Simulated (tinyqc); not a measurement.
Time-dependent dielectric breakdown: cell percolation, Weibull statistics, area scaling and voltage extrapolation: one step, computed by the program tinyqc. Command: `OMP_NUM_THREADS=1 python tinyqc.py 3005704 3005705 out.jsonl tddb walk`. One thread of a shared host (Intel(R) Xeon(R) Processor @ 2.30GHz), about 0.01 s of CPU time with the checks.

The oxide is divided into columns of area a^2, each holding m = t_ox/a cells (m is taken as continuous). A share lambda(t) = (t/t_1)^alpha of the cells is defective, and a column whose cells are all defective breaks down.

Task: Weibull parameters from the cell model. Failure fraction F = 1 - (1 - lambda^m)^N with N = A/a^2 columns, which for small lambda^m is 1 - exp(-(t/t63)^beta) with beta = alpha m and t63 = t_1 N^(-1/beta); critical share lambda(t63) = N^(-1/m). 1 um^2 = 1e6 nm^2.

Inputs (values chosen for the exercise, for a model gate oxide):

| quantity | value | unit |
|---|---|---|
| oxide thickness t_ox | 2.5 | nm |
| defect cell size a | 1.5 | nm |
| exponent alpha of defect growth | 0.9 | - |
| time t_1 at which the occupied share would reach 1 | 3.2e+10 | s |
| test area A | 4000 | um^2 |

Give: cells per column m; columns N; Weibull slope beta; characteristic life t63; critical share of defective cells.

Result:

cells per column m = 1.667

columns N = 1.778e+09

Weibull slope beta = 1.5

characteristic life t63 = 21805 s

critical share of defective cells = 2.819e-06

Times between F = 10 % and 90 % span a factor 7.82: the smaller beta = alpha m, the wider the scatter. Caution: t_1 is an input here; in a real oxide it changes with thickness at fixed voltage.
